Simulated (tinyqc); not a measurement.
Hopping conduction between localised states: one step, computed by the program tinyqc.

Energies are counted from the Fermi level. A small network shows the mechanism; the laws of an infinite system follow.

Problem. Critical path. Critical exponent s_c: the smallest value such that bonds with s_ij <= s_c connect site 1 with site 8.

Inputs (values chosen for the exercise, for a model defective oxide): temperature T = 390 K.

Dimension: 3D.

s_ij:
```
[[0.00000, 4.48307, 5.45132, 8.80965, 11.14145, 15.94214, 16.19360, 17.42660],
 [4.48307, 0.00000, 3.88169, 7.41823, 8.94831, 13.89950, 13.67627, 15.63718],
 [5.45132, 3.88169, 0.00000, 4.76217, 7.11579, 12.06303, 11.49523, 13.38739],
 [8.80965, 7.41823, 4.76217, 0.00000, 6.70494, 9.35046, 11.47124, 12.61735],
 [11.14145, 8.94831, 7.11579, 6.70494, 0.00000, 5.25311, 6.55077, 7.05929],
 [15.94214, 13.89950, 12.06303, 9.35046, 5.25311, 0.00000, 8.33476, 7.52003],
 [16.19360, 13.67627, 11.49523, 11.47124, 6.55077, 8.33476, 0.00000, 5.86936],
 [17.42660, 15.63718, 13.38739, 12.61735, 7.05929, 7.52003, 5.86936, 0.00000]]
```

Give: critical exponent s_c.

Solution.

critical exponent s_c = 6.7049
